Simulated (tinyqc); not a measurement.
Inside a calculation. Model: six-transistor SRAM cell, nodal equations and margins.

Numbers from tinyqc (`OMP_NUM_THREADS=1 python tinyqc.py 2340009 2340010 out.jsonl`; about 0.1 s on one thread of a shared Intel Xeon 2.30GHz). Printed values are rounded.

Two cross-coupled inverters (pull-down bn, pull-up bp) hold the nodes Q and QB; access transistors (ba, threshold VTn, gate on the word line at Vdd when selected) join them to the bit lines. Transistor (EKV form, voltages against the body): I = 2 n b Vt^2 [F(vp - Vs) - F(vp - Vd)] from drain to source, F(v) = ln^2(1 + exp(v/(2 Vt))), vp = (Vg - VT + sg |Vd - Vs|)/n. n-channel bodies are at 0; for the p-channel device all voltages are counted down from Vdd. b in uA/V^2 gives I in uA. For an access transistor the bit line is the drain and the node the source. In a read both bit lines are at Vdd. The cell is symmetric (no mismatch).

Parameters, values chosen for the exercise: temperature T = 350 K; supply voltage Vdd = 0.8 V; slope factor n = 1.29; drain-induced barrier lowering sg = 0.028; n-channel threshold VTn = 0.29 V; p-channel threshold (magnitude) VTp = 0.33 V; gain factor of the pull-down transistor bn = 180 uA/V^2; gain factor of the access transistor ba = 150 uA/V^2; gain factor of the pull-up transistor bp = 100 uA/V^2.

Constants: q = 1.602176634e-19 C, kB = 1.380649e-23 J/K, Vt = kB T/q. Results are converted to the units shown.

## Iteration 1: node voltages in a read by Newton steps

(Q, QB) at the start (V): Q 0.000000, QB 0.800000

F1 = In(gate QB, drain Q) - Ip(gate QB, drain Q) - Ia(bit line, Q), F2 the same with Q and QB exchanged; J by central differences with +/- 1e-6 V; solve J d = -F, limit each component to +/- 0.15 V and add.

F1, F2 (uA): -16.4849  0.0004

J (uS):
```
          Q      QB
F1  173.208   0.002
F2    0.011  46.907
```

(Q, QB) after iteration 1 (V): Q 0.095174, QB 0.799969

## Iteration 2: node voltages in a read by Newton steps

As before.

F1, F2 (uA): -1.93875  0.00339

J (uS):
```
          Q      QB
F1  132.388  17.339
F2    0.114  37.243
```

(Q, QB) after iteration 2 (V): Q 0.109836, QB 0.799834

## Course of the iteration: node voltages in a read by Newton steps

Stop when the largest change of (Q, QB) is below 1e-9 V, or after 30 iterations. The rule counts as met only at the stable state with Q low.

Course of the iteration:
```
iteration      Q (V)  largest |change| of one entry (V)
1          0.0951735                             0.0952
2           0.109836                             0.0147
3           0.110210                            3.74e-4
4           0.110210                            2.54e-7
5           0.110210                           1.25e-13
```

Converged in 5 iterations. At the end the number of correct digits about doubles with each step.

## Read current and disturbance

(Q, QB) (V): Q 0.110210, QB 0.799817

Iread = Ia(bit line at Vdd, source Q); cell ratio bn/ba; time to pull a bit line of 20 fF down by 0.1 V at that current.

Iread = 8.73805 uA
cell ratio = 1.2
time = 228.884 ps

The read lifts the low node to 110 mV, against a balance point of 375 mV.

## The largest square in the read butterfly

c, point 0 to 6 (V): 0.12  0.21  0.29  0.35  0.41  0.45  0.49

f(x) is the node voltage of one half-cell in a read for input x (In - Ip - Ia = 0). Static noise margin: side of the largest square between the curve (x, f(x)) and its mirror image (f(y), y); with h(c) the root x of f(x) - x = c, it is the maximum over c > 0 of h(c) - h(-c) + c.

```
point  h(c) (V)  h(-c) (V)  side (V)
0      0.356631   0.421087  0.055545
1      0.353006   0.465899  0.097108
2      0.349804   0.509256  0.130548
3      0.344304   0.544046  0.150259
4      0.330659   0.581839  0.158819
5      0.314137   0.609078  0.155059
6      0.290703   0.637948  0.142755
```

The maximum over c is 158.8 mV, the read margin; with the word line off (no Ia) the same construction gives 314.7 mV.
